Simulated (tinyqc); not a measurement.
What each parameter does: model-solid line-up of a strained alloy layer on a substrate.

All values of the alloy are linear in x but the gap, Eg(x) = (1 - x) Eg_A + x Eg_B - C x (1 - x), and the valence edge, Ev(x) = (1 - x) Ev_A + x Ev_B + fv C x (1 - x); Ec = Ev + Eg. Ev is the top of the unstrained valence band on a scale common to all materials. In the layer only the Gamma valley of the conduction band is followed, also where an X or L valley would lie lower.

Coherent growth on a (001) face: e_par = (a_s - a)/a, e_perp = -2 (C12/C11) e_par; exx = eyy = e_par, ezz = e_perp, no shear.

Strained edges: Ec + ac tr(e); the valence edges are Ev plus the levels of the 6 x 6 matrix of X, Y, Z times spin with -Dso/3 + l exx + m (eyy + ezz) on the diagonal (cyclic), n exy off it, l = av + 2 b, m = av - b, n = sqrt(3) d. Spin-orbit term (Dso/3) L.sigma on X, Y, Z with (L_k)_ij = -i epsilon_kij: <X+|H|Y+> = -i Dso/3, <X+|H|Z-> = Dso/3, <Y+|H|Z-> = -i Dso/3, <Z+|H|X-> = -Dso/3, <Z+|H|Y-> = i Dso/3, <X-|H|Y-> = i Dso/3, and their conjugates; + and - are the spin along z.

dEc = Ec(substrate) - Ec(layer), dEv = Ev(layer) - Ev(substrate); positive values confine the carrier in the layer. Type I: both of one sign; type II: opposite signs; type III: the gaps do not overlap.

Parameters, chosen for this exercise (A near GaAs, B near InAs, substrate near Ge; not measured data):
- a = (5.655, 6.06) angstrom (lattice constant of A, B)
- Eg = (1.537, 0.416) eV (gap at Gamma to the s-like level of A, B)
- Dso = (0.343, 0.392) eV (spin-orbit splitting of A, B)
- Ev = (-0.79, -0.59) eV (top of the unstrained valence band of A, B)
- ac = (-7.12, -5.12) eV (conduction deformation potential of A, B)
- av = (1.16, 1) eV (valence hydrostatic potential of A, B)
- b = (-1.99, -1.79) eV (tetragonal shear potential of A, B)
- d = (-4.75, -3.59) eV (trigonal shear potential of A, B)
- C11 = (123.8, 84.5) GPa (of A, B)
- C12 = (56.6, 46) GPa (of A, B)
- C44 = (59.2, 39.8) GPa (of A, B)
- C = 0.521 eV (bowing of the gap)
- fv = 0.2 (share of the bowing taken by the valence edge)
- a_s = 5.651 angstrom (substrate)
- Eg_s = 0.741 eV (lowest gap of the substrate)
- Ev_s = -0.35 eV (substrate valence edge)
- face = 001 (growth face)
- x = 0.35 (fraction of B)

Strained gap, valence splitting and offsets.

Results for these values:

| case | gap (eV) | splitting (meV) | dEc (eV) | dEv (eV) |
|---|---|---|---|---|
| base | 1.1280 | 133.6 | -0.1065 | -0.2804 |

What happens to each result for x = 0.33, all else kept?

Answer: gap rises from 1.1280 to 1.1497; splitting falls from 133.6 to 129.0; dEc falls from -0.1065 to -0.1199; dEv falls from -0.2804 to -0.2888.

The same for each parameter in turn:

| case | gap (eV) | splitting (meV) | dEc (eV) | dEv (eV) |
|---|---|---|---|---|
| base | 1.1280 | 133.6 | -0.1065 | -0.2804 |
| x = 0.33 | 1.1497 | 129.0 | -0.1199 | -0.2888 |
| a_s = 5.671 angstrom | 1.1140 | 121.7 | -0.0835 | -0.2895 |
| C = 0.621 eV | 1.1052 | 133.6 | -0.0883 | -0.2759 |
| fv = 0.4 | 1.1280 | 133.6 | -0.1302 | -0.2567 |
| Ev_s = -0.3 eV | 1.1280 | 133.6 | -0.0565 | -0.3304 |
| Dso = (0.394, 0.451) eV | 1.1280 | 140.6 | -0.1065 | -0.2804 |
| d = (-5.462, -4.128) eV | 1.1280 | 133.6 | -0.1065 | -0.2804 |
| av = (1.334, 1.15) eV | 1.1323 | 133.6 | -0.1065 | -0.2848 |

Computed by tinyqc, a small Python program: `OMP_NUM_THREADS=1 python tinyqc.py 1051273 1051274 out.jsonl` (the numbers bound the seed that draws the inputs); one thread of a shared host (Intel(R) Xeon(R) Processor @ 2.30GHz), about 0.02 s for the whole set of steps.
